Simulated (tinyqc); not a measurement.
# Trap density from two Hall measurements

Question. p-type body, charge-sheet picture, full ionisation (an idealisation for deep acceptors), Boltzmann statistics for free electrons. e = Ec - EF at the surface. psi = Eg - Vt ln(Nv/Na) - e; N_dep = sqrt(2 eps0 eps_r Na (psi - Vt)/q); n_f = sqrt(N_dep^2 + 2 eps0 eps_r Vt Nc exp(-e/Vt)/q) - N_dep; Vg = Vfb + psi + q (N_dep + n_t + n_f)/Cox, Cox = eps0 eox/tox. Find e and n_t at both points and the mean trap density between them.

Values chosen for this exercise; band and dielectric values close to those of 4H silicon carbide: temperature T = 300 K; band gap Eg = 3.31 eV; relative permittivity eps_r = 9.65; conduction-band density of states at T Nc = 1.67e19 cm^-3; valence-band density of states at T Nv = 2.47e19 cm^-3; relative permittivity of the insulator eox = 3.9; insulator thickness tox = 26 nm; acceptor density Na = 1.8e16 cm^-3; flat-band voltage without trapped charge Vfb = -2.12 V.

Constants: q = 1.602176634e-19 C, kB = 1.380649e-23 J/K, Vt = kB T/q, eps0 = 8.8541878128e-14 F/cm where lengths are in cm. Results are converted to the units shown.

Vg (V): [2.2303898, 3.0964137]
free sheet density from the Hall effect (cm^-2): [5.1708215e9, 6.5660502e10]

Answer. Each n_f fixes e; what the gate voltage holds beyond psi, N_dep and n_f is trapped; the difference quotient is the density, smeared over a few Vt.

e (eV): [0.1650, 0.09800]
n_t (cm^-2): [3.985e11, 9.919e11]
mean trap density = 8.856e12 cm^-2 eV^-1

Computed by the program tinyqc: `OMP_NUM_THREADS=1 python tinyqc.py 2222136 2222137 out.jsonl`, one thread of a shared Intel Xeon 2.30GHz, about 0.02 s for the whole run.
